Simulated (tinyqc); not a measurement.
# Superjunction drift layer against a plain one, charge balance: effect of the lateral peak field as a share of Ef

Alternating n and p pillars of equal width wp, doping N and length Lp. When depleted, the lateral field peaks at Ex = q N wp/(2 eps0 eps_r) at the pillar junctions and a uniform vertical field Ey is added; breakdown is taken where Ex^2 + Ey^2 = Ef^2. Only the n pillars conduct, narrowed by the zero-bias depletion. A first-order model: the field peaks at the pillar ends are left out.

Ec(N) = E16 (N/1e16 cm^-3)^(1/8), mu(N) = mi + (mx - mi)/(1 + (N/Nr)^0.9). Plain drift layer for BV: N solves BV = eps0 eps_r Ec(N)^2/(2 q N), W = 2 BV/Ec, Rsp = W/(q mu N). Ex = a Ef gives N = 2 eps0 eps_r a Ef/(q wp); Ey = Ef sqrt(1 - a^2); Lp = BV/Ey; xd = sqrt(eps0 eps_r Vb/(q N)) on each side; Rsp = 2 Lp/(q mu(N) N (1 - 2 xd/wp)). An imbalance dl leaves the mean net doping |dl| N/2, which tilts the vertical field by s = q |dl| N/(2 eps0 eps_r): BV(dl) = Ey Lp - s Lp^2/2, or Ey^2/(2 s) if the field reaches zero inside the pillar.

Inputs (values chosen for the exercise); values close to those of 4H silicon carbide:

| symbol | value | unit | meaning |
|---|---|---|---|
| eps_r | 9.98 |  | relative permittivity of the semiconductor |
| E16 | 2.53 | MV/cm | critical field at a doping of 1e16 cm^-3 |
| mx | 950 | cm^2/(V s) | mobility at low doping |
| mi | 40.9 | cm^2/(V s) | mobility at high doping |
| Nr | 2e17 | cm^-3 | reference doping of the mobility |
| BV | 5700 | V | wanted breakdown voltage |
| wp | 1 | um | width of each pillar |
| Ef | 2.3 | MV/cm | critical field inside the pillars |
| Vb | 2.8 | V | built-in voltage of the pillar junctions |
| dl | 6 | % | charge imbalance (Nn - Np)/N |

Constants: q = 1.602176634e-19 C, eps0 = 8.8541878128e-14 F/cm where lengths are in cm. Results are converted to the units shown.

The same in every row: Rsp, plain (mohm cm^2) = 17.45.

Result of one run:

| a | N (cm^-3) | Lp (um) | Rsp, pillars (mohm cm^2) | BV(dl) (V) |
|---|---|---|---|---|
| 0.39 | 9.894e16 | 26.91 | 0.7131 | 3751 |

What becomes of these results when the lateral peak field as a share of Ef a is changed from 0.39 to 0.75, all else the same?

Result of the changed run:

| a | N (cm^-3) | Lp (um) | Rsp, pillars (mohm cm^2) | BV(dl) (V) |
|---|---|---|---|---|
| 0.75 | 1.903e17 | 37.47 | 0.5930 | 1118 |

The whole series:

| a | N (cm^-3) | Lp (um) | Rsp, pillars (mohm cm^2) | BV(dl) (V) |
|---|---|---|---|---|
| 0.3 | 7.611e16 | 25.98 | 0.8743 | 4303 |
| 0.39 | 9.894e16 | 26.91 | 0.7131 | 3751 |
| 0.48 | 1.218e17 | 28.25 | 0.6279 | 3057 |
| 0.57 | 1.446e17 | 30.16 | 0.5847 | 2270 |
| 0.66 | 1.674e17 | 32.99 | 0.5725 | 1639 |
| 0.75 | 1.903e17 | 37.47 | 0.5930 | 1118 |
| 0.84 | 2.131e17 | 45.67 | 0.6683 | 671.7 |
| 0.93 | 2.359e17 | 67.42 | 0.9218 | 278.4 |

As a goes from 0.3 to 0.93, Rsp of the pillars goes from 0.874 through a minimum of 0.572 (at a = 0.66 among the rows listed) to 0.922 mohm cm^2 and BV with the imbalance falls from 4300 to 278 V. With constant mobility and no depleted edge the minimum of Rsp lies at a = 0.707; a smaller a gives up a little resistance for tolerance. For a = 0.57 to 0.93 the aspect ratio passes 30, which is hard to make.

Numbers from tinyqc (`OMP_NUM_THREADS=1 python tinyqc.py 2590024 2590025 out.jsonl`; about 0.01 s on one thread of a shared Intel Xeon 2.30GHz).
